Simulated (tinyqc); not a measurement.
Raising U: Hubbard chain of 3 sites, mean field against exact. Computed by the program tinyqc. 

one-body matrix (hopping and site energies) (eV):
```
         1        2        3
1   0.0000  -0.7000   0.0000
2  -0.7000   0.0000  -0.7000
3   0.0000  -0.7000   0.0000
```

electrons, up and down: 2  1

Collinear unrestricted mean field (the lowest of 40 random starts) against exact diagonalisation.

Exact and mean-field results (eV):
```
U            U/t    E exact  E mean field  mean |n_up - n_down|  double occupancy, exact  first gap in the sector
0.3500    0.5000  -1.771522     -1.763376                0.3672                   0.1884                   0.9412
0.7000    1.0000  -1.584480     -1.552873                0.4127                   0.1678                   0.8845
1.4000    2.0000  -1.274063     -1.166667                0.5556                   0.1286                   0.7616
2.1000    3.0000  -1.039745     -0.869968                0.7289                   0.0960                   0.6467
2.8000    4.0000  -0.865248     -0.675299                0.8375                   0.0715                   0.5506
4.2000    6.0000  -0.634713     -0.459817                0.9262                   0.0416                   0.4131
5.6000    8.0000  -0.495398     -0.347179                0.9584                   0.0263                   0.3255
8.4000   12.0000  -0.340727     -0.232512                0.9815                   0.0128                   0.2256
14.0000  20.0000  -0.207936     -0.139824                0.9933                   0.0049                   0.1383
```

In absolute terms mean field is worst at U/t = 4.0, 0.190 eV too high: at small U it is nearly exact, and at large U it misses only exchange-scale energies. Relative to the exact energy its error is 0.5 % at the smallest U, 33 % at most and 33 % at the largest. The double occupancy falls from 0.188 to 0.005; at the largest U the first gap is 0.99 times the exchange scale 4t^2/U.
